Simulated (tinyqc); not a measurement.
## Channels and transmission from two resistances

Problem. In a quantum Hall bar with M edge channels and a constriction of summed transmission Tc, the Hall resistance is R(2,6) = (h/q^2)/M and the longitudinal one across the constriction R(2,3) = (h/q^2)(1/Tc - 1/M). Find M and Tc.

Constants: q = 1.602176634e-19 C, h = 6.62607015e-34 J s. Results are converted to the units shown.

R(2,3) = 8.6042692 kohm
R(2,6) = 4.3021346 kohm

Solution. M = (h/q^2)/R(2,6), and the sum of the two resistances is (h/q^2)/Tc.

M = 6
Tc = 2.000

Program tinyqc, `OMP_NUM_THREADS=1 python tinyqc.py 2700111 2700112 out.jsonl`; Intel Xeon 2.30GHz, shared host, one thread, about 0.01 s.
